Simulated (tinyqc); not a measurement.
## Permittivity and interface capacitance from two thicknesses

Problem. 1/C = t/(eps0 ek) + 2/ci for planar capacitors that differ only in thickness. Find ek, ci and the EOT of the interfaces, 2 x 3.9 eps0/ci.

Constants: eps0 = 8.8541878128e-14 F/cm where lengths are in cm. Results are converted to the units shown.

C at t = 9 and 27 nm (uF/cm^2): [0.65631486, 0.21896323]

Solution. 1/C is a straight line in t: the slope gives ek and the intercept 2/ci. A single thickness would give only the effective permittivity; when the interfaces are a small part of 1/C, ci needs very accurate data.

ek = 6.68
ci = 1.00e3 uF/cm^2
EOT of the interfaces = 0.00691 nm

Computed by the program tinyqc: `OMP_NUM_THREADS=1 python tinyqc.py 2102185 2102186 out.jsonl`, one thread of a shared Intel Xeon 2.30GHz, about 0.01 s for the whole run.
